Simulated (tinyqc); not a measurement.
Full result against the linear law: strain, valley repopulation and piezoresistance in a many-valley conduction band. Computed by tinyqc, a small Python program. Command: `OMP_NUM_THREADS=1 python tinyqc.py 3030769 3030770 out.jsonl valleys walk`. One thread of a shared host (Intel(R) Xeon(R) Processor @ 2.30GHz), about 0.04 s of CPU time with the checks.

Valleys are ellipsoids with mass m_l along the axis a and m_t across it, parabolic, with one constant relaxation time; strain shifts the valleys and leaves the masses alone. Currents are taken along [111], along the load, and along [1-10], across the load.

Inputs (values chosen for the exercise, modelled on germanium): longitudinal mass m_l = 1.55 m_0; transverse mass m_t = 0.0834 m_0; shear deformation potential Xi_u = 16 eV; dilation deformation potential Xi_d = -4.3 eV; C11 = 128 GPa; C12 = 48 GPa; C44 = 67.6 GPa; electron density n = 3.1e+19 1/cm^3; relaxation time tau = 350 fs; temperature T = 350 K.

Valley axes: <111> (4 valleys). Load: uniaxial [111].

Constants: k_B = 8.617333262e-05 eV/K; m_0 = 9.1093837015e-31 kg; k_B = 1.380649e-23 J/K; hbar = 1.054571817e-34 J s; e = 1.602176634e-19 C.

Method:
- Each of the 4 valleys holds n_v = N_v (2/sqrt(pi)) F_1/2((E_F - dE_v)/(k_B T)), N_v = 2 (m_d k_B T/(2 pi hbar^2))^(3/2), m_d = (m_l m_t^2)^(1/3); E_F solves sum n_v = n and is counted from the unstrained edge.
- F_j(eta) = int_0^infinity x^j/(1 + exp(x - eta)) dx, without a gamma-function factor. It is evaluated after integrating by parts.
- Integrals over x = E/(k_B T) use 160 Gauss-Legendre points in u = sqrt(x) from 0 to sqrt(max(eta, 0) + 32).
- With eta_0 the reduced Fermi level without strain, r = F_-1/2(eta_0)/(2 F_1/2(eta_0)) (1 for a classical gas) and c = r (Xi_u/k_B T) (m_l - m_t)/(2 m_l + m_t): pi44 = -c S44/3, pi11 = pi12 = 0.
- Compliances S11 = (C11 + C12)/((C11 - C12)(C11 + 2 C12)), S12 = -C12/((C11 - C12)(C11 + 2 C12)), S44 = 1/C44; stress sigma_ij = X n_i n_j for the unit vector n of the load; e_xx = S11 sigma_xx + S12 (sigma_yy + sigma_zz), e_xy = S44 sigma_xy/2 (tensor strain).
- Herring-Vogt shift of a valley with unit axis a: dE = Xi_d tr(e) + Xi_u a.e.a.
- Mobility tensor mu = e tau sum_v (n_v/n) [1/m_t + (1/m_l - 1/m_t) a a^T]; unstrained mu_0 = e tau (1/m_l + 2/m_t)/3; resistivity along d from the inverse tensor, rho_d = d.mu^-1.d/(n e), mobility along d = 1/(d.mu^-1.d); gauge pi_d = (rho_d/rho_0 - 1)/X.
- Linear theory: pi_l = (pi11 + 2 pi12 + 2 pi44)/3, pi_t = (pi11 + 2 pi12 - pi44)/3.

pi11 = 0 1e-11/Pa

pi12 = 0 1e-11/Pa

pi44 = -67.5254 1e-11/Pa

Resistance changes (%); at 2000 MPa the strain is near or above 1 %, where band warping, left out here, matters:
```
X (MPa)  splitting (meV)  largest share  first direction   linear  second direction   linear
-2000             210.39        0.95506           647.32   90.034           -30.221  -45.017
-1000             105.19        0.66683           104.96   45.017           -20.385  -22.508
-400               42.08        0.40984            24.43   18.007            -8.941   -9.003
-150               15.78        0.30714             7.55    6.753            -3.391   -3.376
-50                 5.26        0.26858             2.34    2.251            -1.128   -1.125
50                  5.26        0.25602            -2.17   -2.251             1.121    1.125
150                15.78        0.26747            -6.05   -6.753             3.327    3.376
400                42.08        0.29215           -13.45  -18.007             8.421    9.003
1000              105.19        0.32473           -21.59  -45.017            15.971   22.508
2000              210.39        0.33303           -23.43  -90.034            18.066   45.017
```

What follows from these numbers?

Along the first direction the linear law holds within 10 % for 2 of the 10 stresses, at -50.0, 50.0 MPa. At the largest compression the full change is +647.3 % against the linear +90.0 %, at the largest tension -23.4 % against -90.0 %: once the splitting is comparable with k_B T (or E_F) the populations no longer follow it linearly, and the change must saturate when the upper valleys are empty.

Extremes, crossings and ranges named in words are read from the listed rows.
